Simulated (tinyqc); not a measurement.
Worked calculation: temperature and isotope dependence of a band gap in oscillator models. Values are carried at full precision from step to step, so a last printed digit may differ when a step is redone from the rounded ones.

E(T) = E0 - sum_i sl_i th_i n_i(T), n = 1/(exp(th/T) - 1). The same coupling lowers the gap at 0 K by the zero-point term ZP = sum_i sl_i th_i/2, so the gap of the static lattice is E0 + ZP. Thermal expansion is taken as part of the slopes.

Parameters, chosen for this exercise (near those of Ge; not measured data):
- E0 = 0.741 eV (gap at 0 K)
- th = (107, 348) K (temperatures of two oscillators)
- sl = (0.0938, 0.3142) meV/K (their high-temperature slopes)
- T = 50 K (temperature)
- M = 72.64 u (mean atomic mass)
- dM = 3.54 u (change of the mean mass (not bounded by the natural isotopes))
- T12 = (230, 450) K (temperatures of the fits)

## The gap at T

Give the occupations, the two terms, the gap, ZP and the static gap.

n_i: 0.13334  0.00095

terms (meV): 1.338  0.104

E(T) = 0.7396 eV
ZP = 59.69 meV
static gap = 0.8007 eV

The thermal fall, 1.4 meV, is smaller than the zero-point term, 59.7 meV; the soft oscillator supplies 93 % of the fall but 8 % of ZP. A calculation with clamped ions should be compared with the static gap.

## Slope and asymptote

dE/dT = -sum sl_i (th_i/T)^2 n_i (1 + n_i). At high T, n -> T/th - 1/2, so E -> E0 + ZP - (sum sl_i) T. Give the slope, its ratio to the limit, and the value at 0 K of the tangent drawn at T.

dE/dT = -0.0794 meV/K
ratio to the limiting slope = 0.1946
intercept of the tangent = 0.7435 eV
intercept - E0 = 2.53 meV

The tangent recovers 4 % of ZP: the extrapolation works only from T well above the higher oscillator (348 K).

## Isotope effect

With M -> M + dM the oscillator temperatures scale as M^(-1/2) and the slopes stay. Give th, ZP, E0 (static gap fixed) and E(T) for the new mass, and the linear rule dE0 = ZP dM/(2 M).

th (K): 104.48  339.82

ZP = 58.286 meV
shift of E0 = 1.403 meV
linear rule = 1.454 meV
shift of E(T) = 1.342 meV

The heavier crystal has the wider gap. At 50 K 96 % of the shift at 0 K is left; it fades at high T, where the motion is classical and the mean-square amplitude no longer depends on mass.

## Two common fits

Two-parameter forms are made to pass through the falls at the two temperatures T12: Varshni aV T^2/(T + bV), from the line T^2/fall = (T + bV)/aV; one oscillator s1 t1/(exp(t1/T) - 1), with t1 from the ratio of the falls.

Give the falls and the parameters.

falls (meV): 47.8262  131.0868

aV = 0.5015 meV/K
bV = 325 K
t1 = 276.1 K
s1 = 0.4021 meV/K
ZP of the one-oscillator fit = 55.5 meV

The limiting slope of the model is 0.4080 meV/K; Varshni puts it +23 % off and one oscillator -1 %. The ZP of the fit differs from the true one by -4.2 meV.

## Checks

- Slope by finite differences against the formula (meV/K): both 0.079391.
- Fall at 20 times the higher oscillator temperature against the asymptote (meV): 2780.5 against 2780.0.

(tinyqc, `OMP_NUM_THREADS=1 python tinyqc.py 1850460 1850461 out.jsonl`, Intel(R) Xeon(R) Processor @ 2.30GHz, 1 thread, shared host, about 0.01 s.)
